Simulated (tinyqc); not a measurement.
## Charge centroid from charge and shift

Inverse problem. A sheet of N electrons in the storage layer of a charge-trap cell shifts the threshold by U = (q/eps0) N (tb/eb + xc tn/en). Find xc and the distance xc tn from the blocking layer.

Parameters, values chosen for the exercise: storage layer tn = 4.1 nm; its relative permittivity en = 7.5; blocking layer tb = 5.1 nm; its relative permittivity eb = 3.9.

Constants: q = 1.602176634e-19 C, eps0 = 8.8541878128e-14 F/cm where lengths are in cm. Results are converted to the units shown.

N = 5.2e12 cm^-2
U = 1.4722293 V

Answer. U eps0/(q N) is the electrical distance from the gate; subtract that of the blocking layer.

xc = 0.4700
distance = 1.927 nm

tinyqc, about 0.06 s, one thread, Intel Xeon 2.30GHz (shared host): `OMP_NUM_THREADS=1 python tinyqc.py 2130166 2130167 out.jsonl`
